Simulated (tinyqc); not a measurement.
RHF in the sto-3g basis, for H6, spin multiplicity 1, step by step (part 2 of 2). Computed by tinyqc, a small Python program that keeps every step (integrals from PySCF). Command: `OMP_NUM_THREADS=1 python tinyqc.py 21909 21910 out.jsonl` (the two numbers bound the seeds that draw the settings). One thread of a shared host (Intel(R) Xeon(R) Processor @ 2.60GHz), about 0.05 s of CPU time with the checks.

Geometry (angstrom):
```
atom         x         y         z
H     0.000000  0.000000  0.000000
H     0.000000  0.000000  0.936000
H     0.000000  0.000000  2.255000
H     0.000000  0.000000  3.191000
H     0.000000  0.000000  4.511000
H     0.000000  0.000000  5.447000
```

## Iteration 4: building the Fock matrix

D after iteration 3, order 1H 1s, 2H 1s, 3H 1s, 4H 1s, 5H 1s, 6H 1s:
```
[[0.720014, 0.625412, -0.149254, -0.259515, 0.009783, 0.182266],
 [0.625412, 0.616522, 0.093021, -0.066229, -0.055741, 0.032719],
 [-0.149254, 0.093021, 0.717490, 0.578432, -0.117611, -0.359193],
 [-0.259515, -0.066229, 0.578432, 0.607172, 0.183251, -0.091673],
 [0.009783, -0.055741, -0.117611, 0.183251, 0.690951, 0.592574],
 [0.182266, 0.032719, -0.359193, -0.091673, 0.592574, 0.624519]]
```

core Hamiltonian H = T + V (hartree), order 1H 1s, 2H 1s, 3H 1s, 4H 1s, 5H 1s, 6H 1s:
```
[[-1.624544, -1.137292, -0.184668, -0.031766, -0.001366, -0.000090],
 [-1.137292, -1.907314, -0.760852, -0.192412, -0.013918, -0.001365],
 [-0.184668, -0.760852, -2.042309, -1.274917, -0.192059, -0.031694],
 [-0.031766, -0.192412, -1.274917, -2.042074, -0.759705, -0.184326],
 [-0.001366, -0.013918, -0.192059, -0.759705, -1.906923, -1.137163],
 [-0.000090, -0.001365, -0.031694, -0.184326, -1.137163, -1.624388]]
```

nuclear repulsion = 4.24803870 hartree

Given earlier and not repeated: Two-electron integrals (ij|kl) in chemists' order.

J_ij = sum D_kl (ij|kl), K_ij = sum D_kl (ik|jl); F = H + J - 0.5 K; E = tr D H + tr D J / 2 - 0.25 tr D K + E_nn.

Coulomb J (hartree), order 1H 1s, 2H 1s, 3H 1s, 4H 1s, 5H 1s, 6H 1s:
```
[[1.906008, 1.078819, 0.154335, 0.024165, 0.000901, 0.000052],
 [1.078819, 2.152574, 0.695141, 0.161423, 0.010231, 0.000899],
 [0.154335, 0.695141, 2.288293, 1.204159, 0.160966, 0.024032],
 [0.024165, 0.161423, 1.204159, 2.272872, 0.692690, 0.153124],
 [0.000901, 0.010231, 0.160966, 0.692690, 2.151801, 1.065296],
 [0.000052, 0.000899, 0.024032, 0.153124, 1.065296, 1.856541]]
```

exchange K (hartree), order 1H 1s, 2H 1s, 3H 1s, 4H 1s, 5H 1s, 6H 1s:
```
[[1.091620, 0.879629, 0.139740, -0.006720, -0.003183, 0.012189],
 [0.879629, 1.099875, 0.407455, 0.144922, 0.005601, -0.004972],
 [0.139740, 0.407455, 1.125664, 0.858923, 0.139589, -0.016353],
 [-0.006720, 0.144922, 0.858923, 1.091167, 0.431522, 0.149584],
 [-0.003183, 0.005601, 0.139589, 0.431522, 1.146719, 0.863649],
 [0.012189, -0.004972, -0.016353, 0.149584, 0.863649, 1.015446]]
```

Fock matrix F (hartree), order 1H 1s, 2H 1s, 3H 1s, 4H 1s, 5H 1s, 6H 1s:
```
[[-0.264346, -0.498287, -0.100204, -0.004241, 0.001127, -0.006132],
 [-0.498287, -0.304677, -0.269439, -0.103450, -0.006487, 0.002020],
 [-0.100204, -0.269439, -0.316849, -0.500220, -0.100888, 0.000515],
 [-0.004241, -0.103450, -0.500220, -0.314786, -0.282776, -0.105995],
 [0.001127, -0.006487, -0.100888, -0.282776, -0.328481, -0.503690],
 [-0.006132, 0.002020, 0.000515, -0.105995, -0.503690, -0.275570]]
```

total energy of this density = -3.20641029 hartree

## Iteration 4: DIIS over 3 matrices

error matrix X^T (FDS - SDF) X:
```
[[0.000000, -0.002760, -0.002450, 0.049860, -0.030629, 0.001403],
 [0.002760, 0.000000, -0.001530, 0.078306, 0.038764, 0.052052],
 [0.002450, 0.001530, 0.000000, -0.037338, 0.079471, 0.039869],
 [-0.049860, -0.078306, 0.037338, 0.000000, 0.003331, 0.001620],
 [0.030629, -0.038764, -0.079471, -0.003331, 0.000000, -0.000009],
 [-0.001403, -0.052052, -0.039869, -0.001620, 0.000009, 0.000000]]
```

B (overlaps of the stored error matrices):
```
[[2.2767813e+00, 4.1242207e-01, 2.0545202e-01],
 [4.1242207e-01, 3.1867232e-01, 1.1566392e-01],
 [2.0545202e-01, 1.1566392e-01, 4.6197723e-02]]
```

Minimise |sum c_i e_i|^2 with sum c_i = 1: solve [B -1; -1 0][c; lambda] = [0; -1] with B_ij = tr e_i^T e_j, and take F = sum c_i F_i.

DIIS coefficients: [-0.049550, -0.469162, 1.518712]

extrapolated F (hartree), order 1H 1s, 2H 1s, 3H 1s, 4H 1s, 5H 1s, 6H 1s:
```
[[-0.274420, -0.508131, -0.102145, -0.003052, 0.001307, -0.003296],
 [-0.508131, -0.317570, -0.265688, -0.101379, -0.007652, 0.002295],
 [-0.102145, -0.265688, -0.324961, -0.517696, -0.104393, -0.004429],
 [-0.003052, -0.101379, -0.517696, -0.328530, -0.268802, -0.103747],
 [0.001307, -0.007652, -0.104393, -0.268802, -0.321963, -0.516724],
 [-0.003296, 0.002295, -0.004429, -0.103747, -0.516724, -0.281793]]
```

## Iteration 4: diagonalisation and new density

X, order 1H 1s, 2H 1s, 3H 1s, 4H 1s, 5H 1s, 6H 1s:
```
[[0.457802, -0.702548, 0.599771, -0.417395, -0.380922, 0.207625],
 [-0.708632, 0.804270, -0.406789, -0.239646, -0.398177, 0.289914],
 [0.954483, -0.236715, -0.588976, 0.423587, -0.112812, 0.368045],
 [-0.953726, -0.237766, 0.589170, 0.423876, 0.113004, 0.367860],
 [0.706955, 0.805413, 0.406599, -0.239375, 0.398793, 0.289404],
 [-0.456752, -0.703545, -0.599422, -0.416957, 0.381500, 0.207245]]
```

overlap S, order 1H 1s, 2H 1s, 3H 1s, 4H 1s, 5H 1s, 6H 1s:
```
[[1.000000, 0.534944, 0.077291, 0.012101, 0.000451, 0.000026],
 [0.534944, 1.000000, 0.330475, 0.077291, 0.005037, 0.000451],
 [0.077291, 0.330475, 1.000000, 0.534944, 0.077156, 0.012074],
 [0.012101, 0.077291, 0.534944, 1.000000, 0.330027, 0.077156],
 [0.000451, 0.005037, 0.077156, 0.330027, 1.000000, 0.534944],
 [0.000026, 0.000451, 0.012074, 0.077156, 0.534944, 1.000000]]
```

A level shift of 0.2 hartree raises the virtual space: F + shift (S - S D(s) S), with D(s) the density of one spin (D/2). Diagonalise F' = X^T F X, C = X C', fill 3 alpha and 3 beta electrons from the bottom; D = 2 C_occ C_occ^T. Each column has its largest component positive (the first on a tie).

F' = X^T F X (hartree):
```
[[1.056424, 0.002551, 0.013261, -0.004298, -0.031299, -0.000562],
 [0.002551, 0.769649, 0.002260, 0.048878, -0.002426, 0.007491],
 [0.013261, 0.002260, 0.515074, 0.004412, 0.003089, -0.006007],
 [-0.004298, 0.048878, 0.004412, -0.416781, 0.001835, -0.006825],
 [-0.031299, -0.002426, 0.003089, 0.001835, -0.532684, -0.003950],
 [-0.000562, 0.007491, -0.006007, -0.006825, -0.003950, -0.620651]]
```

orbital energies (hartree): [-0.621140, -0.533179, -0.418542, 0.514795, 0.771701, 1.057396]

coefficients C, order 1H 1s, 2H 1s, 3H 1s, 4H 1s, 5H 1s, 6H 1s:
```
[[0.184335, 0.376635, -0.403336, 0.590623, -0.716117, -0.474487],
 [0.255555, 0.416057, -0.289527, -0.401057, 0.798470, 0.702761],
 [0.376825, 0.116426, 0.423730, -0.610182, -0.230752, -0.938566],
 [0.390186, -0.067684, 0.415656, 0.614536, -0.204655, 0.944391],
 [0.295876, -0.404925, -0.274920, 0.380753, 0.792995, -0.716231],
 [0.210349, -0.370884, -0.386963, -0.583162, -0.720837, 0.483762]]
```

D after iteration 4, order 1H 1s, 2H 1s, 3H 1s, 4H 1s, 5H 1s, 6H 1s:
```
[[0.677025, 0.641171, -0.115188, -0.242432, 0.025832, 0.110325],
 [0.641171, 0.644475, 0.044115, -0.097580, -0.026526, 0.022966],
 [-0.115188, 0.044115, 0.670198, 0.630556, -0.104284, -0.255767],
 [-0.242432, -0.097580, 0.630556, 0.659193, 0.057162, -0.107332],
 [0.025832, -0.026526, -0.104284, 0.057162, 0.654175, 0.637602],
 [0.110325, 0.022966, -0.255767, -0.107332, 0.637602, 0.663083]]
```

## Iteration 10 (converged): orbitals

converged F (hartree), order 1H 1s, 2H 1s, 3H 1s, 4H 1s, 5H 1s, 6H 1s:
```
[[-0.273160, -0.506511, -0.101851, -0.005646, 0.001097, -0.003128],
 [-0.506511, -0.314764, -0.262782, -0.101344, -0.008708, 0.001095],
 [-0.101851, -0.262782, -0.317910, -0.509751, -0.101172, -0.005631],
 [-0.005646, -0.101344, -0.509751, -0.317788, -0.262394, -0.101682],
 [0.001097, -0.008708, -0.101172, -0.262394, -0.314638, -0.506505],
 [-0.003128, 0.001095, -0.005631, -0.101682, -0.506505, -0.273157]]
```

Diagonalise F' = X^T F X, C = X C', fill 3 alpha and 3 beta electrons from the bottom; D = 2 C_occ C_occ^T. Each column has its largest component positive (the first on a tie).

F' = X^T F X (hartree):
```
[[0.855057, 0.000046, 0.012168, -0.000109, -0.032003, -0.000002],
 [0.000046, 0.564896, 0.000017, 0.051410, -0.000010, 0.012014],
 [0.012168, 0.000017, 0.314132, 0.000007, 0.014247, 0.000010],
 [-0.000109, 0.051410, 0.000007, -0.408812, 0.000002, -0.004101],
 [-0.032003, -0.000010, 0.014247, 0.000002, -0.524786, 0.000016],
 [-0.000002, 0.012014, 0.000010, -0.004101, 0.000016, -0.611521]]
```

orbital energies (hartree): [-0.611750, -0.525779, -0.411408, 0.314125, 0.567721, 0.856057]

coefficients C, order 1H 1s, 2H 1s, 3H 1s, 4H 1s, 5H 1s, 6H 1s:
```
[[0.205883, -0.380427, -0.384841, 0.582992, -0.721421, 0.479340],
 [0.275355, -0.407443, -0.288196, -0.398579, 0.793505, -0.707890],
 [0.380364, -0.080252, 0.426671, -0.611189, -0.210620, 0.943661],
 [0.380146, 0.080598, 0.426838, 0.611415, -0.211315, -0.943042],
 [0.274684, 0.408136, -0.287861, 0.398335, 0.794501, 0.706467],
 [0.205393, 0.381085, -0.384416, -0.582568, -0.722343, -0.478433]]
```

D after iteration 10, order 1H 1s, 2H 1s, 3H 1s, 4H 1s, 5H 1s, 6H 1s:
```
[[0.670430, 0.645206, -0.110720, -0.233322, 0.024136, 0.090502],
 [0.645206, 0.649775, 0.028937, -0.102354, -0.015392, 0.024145],
 [-0.110720, 0.028937, 0.666330, 0.640490, -0.102191, -0.232955],
 [-0.233322, -0.102354, 0.640490, 0.666396, 0.028890, -0.110578],
 [0.024136, -0.015392, -0.102191, 0.028890, 0.649781, 0.645222],
 [0.090502, 0.024145, -0.232955, -0.110578, 0.645222, 0.670375]]
```

## Convergence

Stop when the energy changes by less than 1e-08 hartree and every element of the error matrix X^T (F D S - S D F) X is below 3e-05.

Course of the cycle:
```
iteration  E (hartree)     change  largest element of the error matrix
1          -0.48622225          -                             6.02e-01
2          -2.33105741  -1.84e+00                             6.55e-01
3          -3.10404081  -7.73e-01                             2.38e-01
4          -3.20641029  -1.02e-01                             7.95e-02
5          -3.22237210  -1.60e-02                             1.76e-02
6          -3.22292742  -5.55e-04                             4.24e-03
7          -3.22295129  -2.39e-05                             8.71e-04
8          -3.22295215  -8.58e-07                             1.70e-04
9          -3.22295218  -3.23e-08                             3.31e-05
10         -3.22295218  -1.28e-09                             6.54e-06
```

PySCF RHF in the same basis = -3.22295218 hartree

Converged in 10 iterations.

## Populations, bond orders and dipole

Mulliken: Z minus the diagonal of D S on the atom; Loewdin: the same with S^(1/2) D S^(1/2); Mayer order: 2 sum_s sum (D(s) S)_ij (D(s) S)_ji over the two atoms.

Charges (e):
```
atom   Mulliken    Loewdin
1H    -0.004211  -0.011103
2H     0.003491   0.010272
3H     0.000735   0.000866
4H     0.000708   0.000800
5H     0.003478   0.010240
6H    -0.004202  -0.011075
```

Mayer bond orders:
```
pair      order
2-1    0.943492
3-1   -0.001170
3-2    0.056808
4-1    0.050622
4-2   -0.001157
4-3    0.895055
5-1   -0.000082
5-2    0.000928
5-3   -0.001156
5-4    0.056648
6-1    0.007120
6-2   -0.000082
6-3    0.050462
6-4   -0.001168
6-5    0.943650
```

dipole moment about the origin, x y z (debye): [0.000000, 0.000000, -0.000052]
